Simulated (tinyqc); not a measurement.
What moves the results: quantum-confined Stark effect in a modulator well. A value that a table varies takes the place of the one given here.

Envelopes on cells of 0.5 angstrom over the well |z| < L/2 and 45 angstrom of barrier on each side, psi = 0 beyond, psi'/m continuous (mean mass between points), c = hbar^2/2m0. The electron sees + e F z and the hole - e F z, each with its offset in the barriers; 1 kV/cm = 1e-5 eV/angstrom. Light holes, band mixing and escape by tunnelling are left out.

Exciton: in-plane function exp(-rho/lam), 1/mu = 1/me + 1/mp, E(lam) = c/(mu lam^2) - (q/eps) times the integral over k of Fm(k)(1 + (k lam/2)^2)^(-3/2), Fm(k) the double integral of psi_e^2 psi_h^2 exp(-k |z - z'|), q = e^2/(4 pi eps0); binding Eb = -E at the minimum. Line at Eg + E_e + E_h - Eb, strength proportional to overlap^2/lam^2.

Constants: hbar^2/2m0 = 3.80998211 eV angstrom^2; e^2/(4 pi eps0) = 14.39964547 eV angstrom; hc = 1239.841984 eV nm.

Values chosen for the exercise (near those of a Ge well in SiGe, direct gap; the results hold for these values, not for the real material):
- L = 138 angstrom (well width)
- Vc = 0.388 eV (conduction offset)
- Vv = 0.11 eV (heavy-hole offset)
- me = 0.0425 m0 (electron, well)
- meb = 0.0545 m0 (electron, barrier)
- mh = 0.205 m0 (heavy hole along z, well)
- mhb = 0.237 m0 (heavy hole, barrier)
- Eg = 0.826 eV (gap of the well)
- mp = 0.074 m0 (heavy hole in the plane)
- eps = 15.4 (dielectric constant)
- Fs = (0, 12, 24, 37, 51, 65, 82) kV/cm (fields)
- Ls = (56, 74, 92, 112, 136, 164) angstrom (widths)
- F_L = 64 kV/cm (field for this table)
- F = 64 kV/cm (field)

## Raising the field

All quantities anew; shifts from zero field.

Results:

| F (kV/cm) | dE_e (meV) | dE_h (meV) | Eb (meV) | line shift (meV) | overlap^2 | relative strength |
|---|---|---|---|---|---|---|
| 0 | 0.00 | 0.00 | 3.87 | 0.00 | 0.999 | 1.000 |
| 12 | -0.16 | -0.65 | 3.83 | -0.77 | 0.951 | 0.936 |
| 24 | -0.64 | -2.50 | 3.73 | -3.00 | 0.836 | 0.786 |
| 37 | -1.51 | -5.56 | 3.59 | -6.79 | 0.688 | 0.607 |
| 51 | -2.85 | -9.76 | 3.44 | -12.18 | 0.540 | 0.445 |
| 65 | -4.59 | -14.65 | 3.31 | -18.67 | 0.418 | 0.322 |
| 82 | -7.20 | -21.27 | 3.17 | -27.77 | 0.303 | 0.217 |

How do the results move?

The line shift grows with exponent 1.96 in F at low field and 1.71 at the end, as the carriers come up against opposite walls and the dipole begins to saturate. The hole gives 80 % of the level shift in the second row and 75 % in the last. The largest shift is 7.2 times the zero-field binding, yet 82 % of the binding survives, since the walls stop the field from pulling the pair apart. Half the strength is gone between 37 and 51 kV/cm.

## Width of the well

Zero-field line, its shift at F_L and the relative strength.

Results:

| L (angstrom) | line at F = 0 (nm) | Eb (meV) | shift (meV) | relative strength | shift x strength (meV) |
|---|---|---|---|---|---|
| 56 | 1300.3 | 4.53 | -2.05 | 0.952 | 1.95 |
| 74 | 1356.9 | 4.37 | -3.73 | 0.887 | 3.31 |
| 92 | 1393.8 | 4.21 | -6.41 | 0.767 | 4.91 |
| 112 | 1421.1 | 4.06 | -10.68 | 0.579 | 6.19 |
| 136 | 1442.8 | 3.89 | -17.53 | 0.347 | 6.08 |
| 164 | 1459.1 | 3.71 | -27.61 | 0.152 | 4.21 |

What can be read from the table?

The shift grows with exponent 2.15 in L over the first two rows and 2.43 over the last two, against 4 for hard walls at second order; leakage lowers it in narrow wells and saturation in wide ones. The strength falls from 0.95 to 0.15, and the product of the two is largest at 112 angstrom.

## What each parameter does

Zero-field line, shift at F, overlap^2 and Eb at F. Each row changes one parameter from the base and keeps the others.

Results:

| case | line (nm) | shift (meV) | overlap^2 | Eb (meV) |
|---|---|---|---|---|
| base | 1444.2 | -18.18 | 0.426 | 3.32 |
| L = 128 angstrom | 1436.6 | -15.05 | 0.515 | 3.48 |
| F = 51 kV/cm | 1444.2 | -12.18 | 0.540 | 3.44 |
| Vc = 0.31 eV | 1446.4 | -18.61 | 0.415 | 3.29 |
| Vv = 0.138 eV | 1443.8 | -17.34 | 0.450 | 3.36 |
| me = 0.0489 m0 | 1448.9 | -18.29 | 0.409 | 3.50 |
| mh = 0.174 m0 | 1442.9 | -17.77 | 0.450 | 3.33 |
| eps = 13.9 | 1445.4 | -18.05 | 0.426 | 3.92 |

What can be read from the table?

The largest shifts from the base row, up to three for each result and ties (the steps differ in size, so this ranks the rows, not the parameters). line (nm): L -7.6, me +4.7, Vc +2.2; unchanged at the printed digits by F. shift (meV): F +5.99, L +3.13, Vv +0.84. overlap^2: F +0.115, L +0.089, mh +0.024, Vv +0.024; unchanged at the printed digits by eps. Eb (meV): eps +0.60, me +0.18, L +0.17.

Computed by tinyqc, a small Python program: `OMP_NUM_THREADS=1 python tinyqc.py 1250515 1250516 out.jsonl` (the numbers bound the seed that draws the inputs); one thread of a shared host (Intel(R) Xeon(R) Processor @ 2.30GHz), about 0.1 s for the whole set of steps.
